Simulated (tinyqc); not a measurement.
Inside a calculation. Method: CIS and TDHF on RHF in the sto-3g basis, frozen core, for BeH2, spin multiplicity 1. One step of it, computed by the program tinyqc.

Question. CIS matrix, triplets. A(ia,jb) = (e_a - e_i) d_ij d_ab - (ij|ab).

orbital energies (hartree): MO1 -4.525547, MO2 -0.438938, MO3 -0.398391, MO4 0.213537, MO5 0.213537, MO6 0.409530, MO7 0.818000

Two-electron integrals over orbitals (pq|rs), unique and non-zero (hartree); the lowest 1 orbital is frozen and left out:
```
(22|22) 0.397134    (32|22) 0.041284    (32|32) 0.152447    (33|22) 0.389698
(33|32) -0.034044   (33|33) 0.430680    (42|42) 0.047853    (43|42) -0.003939
(43|43) 0.014018    (44|22) 0.361597    (44|32) 0.000054    (44|33) 0.345984
(44|44) 0.449859    (52|52) 0.047853    (53|52) -0.003939   (53|53) 0.014018
(54|54) 0.024249    (55|22) 0.361597    (55|32) 0.000054    (55|33) 0.345984
(55|44) 0.401360    (55|55) 0.449859    (62|22) -0.022222   (62|32) -0.012394
(62|33) -0.040795   (62|44) 0.059059    (62|55) 0.059059    (62|62) 0.079021
(63|22) -0.021130   (63|32) -0.089302   (63|33) 0.027390    (63|44) -0.011312
(63|55) -0.011312   (63|62) -0.004667   (63|63) 0.086093    (64|42) 0.046594
(64|43) -0.006175   (64|64) 0.050206    (65|52) 0.046594    (65|53) -0.006175
(65|65) 0.050206    (66|22) 0.384735    (66|32) -0.007212   (66|33) 0.399804
(66|44) 0.360335    (66|55) 0.360335    (66|62) -0.029962   (66|63) 0.010103
(66|66) 0.403343    (72|22) -0.012194   (72|32) -0.040871   (72|33) 0.005206
(72|44) 0.008845    (72|55) 0.008845    (72|62) 0.017145    (72|63) 0.059462
(72|66) -0.001239   (72|72) 0.058346    (73|22) -0.001969   (73|32) -0.000748
(73|33) -0.018412   (73|44) 0.064267    (73|55) 0.064267    (73|62) 0.073465
(73|63) -0.017010   (73|66) -0.022672   (73|72) 0.007523    (73|73) 0.083254
(74|42) 0.003591    (74|43) 0.013195    (74|64) 0.001387    (74|74) 0.016835
(75|52) 0.003591    (75|53) 0.013195    (75|65) 0.001387    (75|75) 0.016835
(76|22) 0.034466    (76|32) 0.136824    (76|33) -0.034535   (76|44) 0.000467
(76|55) 0.000467    (76|62) -0.009784   (76|63) -0.092334   (76|66) -0.009460
(76|72) -0.051546   (76|73) 0.001472    (76|76) 0.138067    (77|22) 0.417324
(77|32) 0.012820    (77|33) 0.429039    (77|44) 0.384627    (77|55) 0.384627
(77|62) -0.028063   (77|63) -0.004807   (77|66) 0.422828    (77|72) -0.007101
(77|73) -0.002806   (77|76) 0.008892    (77|77) 0.472420
```

Give: CIS matrix A, triplet.

Answer.

CIS matrix A, triplet (hartree), order 2>4, 2>5, 2>6, 2>7, 3>4, 3>5, 3>6, 3>7:
$$\begin{pmatrix}
0.291 & 0.000 & 0.000 & 0.000 & 0.000 & 0.000 & 0.000 & 0.000 \\
0.000 & 0.291 & 0.000 & 0.000 & 0.000 & 0.000 & 0.000 & 0.000 \\
0.000 & 0.000 & 0.464 & -0.034 & 0.000 & 0.000 & 0.007 & -0.137 \\
0.000 & 0.000 & -0.034 & 0.840 & 0.000 & 0.000 & -0.137 & -0.013 \\
0.000 & 0.000 & 0.000 & 0.000 & 0.266 & 0.000 & 0.000 & 0.000 \\
0.000 & 0.000 & 0.000 & 0.000 & 0.000 & 0.266 & 0.000 & 0.000 \\
0.000 & 0.000 & 0.007 & -0.137 & 0.000 & 0.000 & 0.408 & 0.035 \\
0.000 & 0.000 & -0.137 & -0.013 & 0.000 & 0.000 & 0.035 & 0.787
\end{pmatrix}$$
